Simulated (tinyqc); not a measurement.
Penn model of the dielectric constant and Phillips ionicity: sweeps and comparisons. A value that a table varies takes the place of the one given here.

n = 32/a^3; Ep^2 = 8 pi c e2 n with c = hbar^2/2m0, e2 = e^2/(4 pi eps0); EF = c (3 pi^2 n)^(2/3); eps = 1 + (Ep/Eg)^2 S with S = 1 - Eg/(4 EF) + (Eg/(4 EF))^2/3, Eg the Penn gap. Core d shells are left out.

Phillips: bond length d = sqrt(3) a/4; homopolar gap Eh = 39.74 d^(-2.48) eV (d in angstrom); Eg^2 = Eh^2 + C^2; ionicity fi = C^2/Eg^2.

Constants: hbar^2/2m0 = 3.80998211 eV angstrom^2; e^2/(4 pi eps0) = 14.39964547 eV angstrom.

Inputs chosen for the exercise (out of a larger set: near those of Si; not measured data):
- a = 5.449 angstrom (cubic lattice constant, 32 valence electrons a cell)
- C0 = 0 eV (ionic gap, held fixed)
- ei = 11.9 (high-frequency dielectric constant)

## Dielectric constant under pressure

The lattice constant is scaled by the factor listed; C = C0.

Results:
```
factor  Eh (eV)  Eg (eV)  Ep (eV)     eps     fi
0.94      5.512    5.512   18.120  10.780  0.000
0.96      5.231    5.231   17.557  11.203  0.000
0.98      4.970    4.970   17.022  11.634  0.000
0.99      4.847    4.847   16.765  11.853  0.000
1.00      4.728    4.728   16.514  12.074  0.000
1.01      4.612    4.612   16.270  12.297  0.000
1.02      4.501    4.501   16.031  12.523  0.000
1.04      4.289    4.289   15.571  12.981  0.000
```

d ln eps/d ln a = +1.84 around factor 1: eps falls under compression. Ep^2 goes as a^-3 and Eh^2 as a^-4.96; with C fixed Eg^2 goes as a^-4.96 at fi = 0.000, and leaving S aside the two powers balance at fi = 0.395. The slope is a difference of two powers and the model omits d shells and any change of C, so it is no prediction for a real crystal; eps from C0 (row 1.00) need not match a measured ei.

## What moves the Penn gap and the ionicity

Eg from ei; fi = 1 - (Eh/Eg)^2, printed even where negative. Each row changes one parameter from the base and keeps the others.

Results:
```
case                Ep (eV)  Eg (eV)  Eh (eV)     fi
base                 16.514    4.763    4.728  0.015
a = 5.558 angstrom   16.031    4.622    4.501  0.052
ei = 10.71           16.514    5.033    4.728  0.118
```

The largest shifts from the base row, up to three for each result and ties (the steps differ in size, so this ranks the rows, not the parameters). Ep (eV): a -0.483; unchanged at the printed digits by ei. Eg (eV): ei +0.269, a -0.142. Eh (eV): a -0.227; unchanged at the printed digits by ei. fi: ei +0.103, a +0.037. For an elemental crystal fi should vanish; the values measure the misfit of the rule for Eh.

Run: tinyqc, `OMP_NUM_THREADS=1 python tinyqc.py 1680108 1680109 out.jsonl`; Intel(R) Xeon(R) Processor @ 2.30GHz, one thread, shared host; about 0.01 s of CPU time with all checks.
